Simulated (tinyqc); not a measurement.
Band gaps under pressure and temperature from deformation potentials, step by step. Values are carried at full precision from step to step, so a last printed digit may differ when a step is redone from the rounded ones.

Murnaghan: V/V0 = (1 + Bp P/B0)^(-1/Bp), B0 = (C11 + 2 C12)/3. Each gap moves by a ln(V/V0) with its volume potential a, and falls with temperature by aV T^2/(T + bV) (Varshni); the two effects are added. No change of phase is considered.

Parameters, chosen for this exercise (near those of InAs, the X and L potentials typical of such crystals; not measured data): C11 = 82.3 GPa; C12 = 45.5 GPa; Bp = 4.86 (pressure derivative of the bulk modulus); P = 2.4 GPa (pressure); Eg = 0.409 eV (gap at Gamma to the s-like level at 0 K, 0 GPa); EgX = 1.433 eV (gap to X at 0 K, 0 GPa); EgL = 1.149 eV (gap to L at 0 K, 0 GPa); aG = -6.03 eV (volume potential of the Gamma gap); aX = 1.33 eV (volume potential of the X gap); aL = -3.9 eV (volume potential of the L gap); aV = (0.265, 0.288, 0.275) meV/K (Varshni alpha of Gamma, X, L); bV = (92, 99, 98) K (Varshni beta of Gamma, X, L); T = 300 K (temperature); aT = 4.5 1e-6/K (linear thermal expansion near 300 K).

## Volume under pressure

Give B0, V/V0, ln(V/V0), the change of the lattice constant and the linear estimate -P/B0.

B0 = 57.77 GPa
V/V0 = 0.96286
ln(V/V0) = -0.03784
change of a = -1.254 %
-P/B0 = -0.04155

The stiffening under pressure makes the compression 8.9 % smaller than the linear estimate.

## Gaps at P and T

Give both shifts and the gaps.

pressure shifts (eV): Gamma 0.2282, X -0.0503, L 0.1476

temperature shifts (eV): Gamma -0.0608, X -0.0650, L -0.0622

gaps (eV): Gamma 0.5764, X 1.3177, L 1.2344

The lowest valley is Gamma (direct gap), 658 meV below L; at 0 K and 0 GPa it is Gamma.

## Pressure coefficients

Expand in P: E = E0 + c1 P + c2 P^2 with c1 = -a/B0 and c2 = a Bp/(2 B0^2).

c1 (meV/GPa): Gamma 104.39, X -23.02, L 67.51

c2 (meV/GPa^2): Gamma -4.391, X 0.969, L -2.840

Gamma and L rise under pressure and X falls, as the signs of the volume potentials say.

## Pressures at which the valleys cross

Two gaps meet at ln(V/V0) = -(E_i - E_j)/(a_i - a_j), with the gaps at T and P = 0; then P = (B0/Bp)(exp(-Bp ln(V/V0)) - 1). A dash marks expansion or a compression beyond ln(V/V0) = -0.3.

Crossings:
```
pair     E_i - E_j (eV)  ln(V/V0)  P (GPa)
Gamma-X         -1.0199   -0.1386    11.42
Gamma-L         -0.7387   -0.3468        -
L-X             -0.2812   -0.0538     3.55
```

The lowest valley changes at 11.42 GPa (Gamma to X). The real crystal changes phase near 7 GPa, so a crossing above that is not reached.

## How much of dE/dT is thermal expansion

At 300 K: dE/dT = -aV T (T + 2 bV)/(T + bV)^2; expansion alone gives 3 aT a; the rest is electron-phonon coupling.

dE/dT (meV/K): Gamma -0.2504, X -0.2703, L -0.2583

from expansion (meV/K): Gamma -0.0814, X 0.0180, L -0.0527

remainder (meV/K): Gamma -0.1690, X -0.2882, L -0.2057

Expansion supplies 33 % of the slope at Gamma and 20 % at L; at X it works against the fall.

## Checks

- Slope of the Gamma gap at P = 0 by finite differences against c1 (meV/GPa): both 104.39.

Run: tinyqc, `OMP_NUM_THREADS=1 python tinyqc.py 1051365 1051366 out.jsonl`; Intel(R) Xeon(R) Processor @ 2.30GHz, one thread, shared host; about 0.01 s of CPU time with all checks.
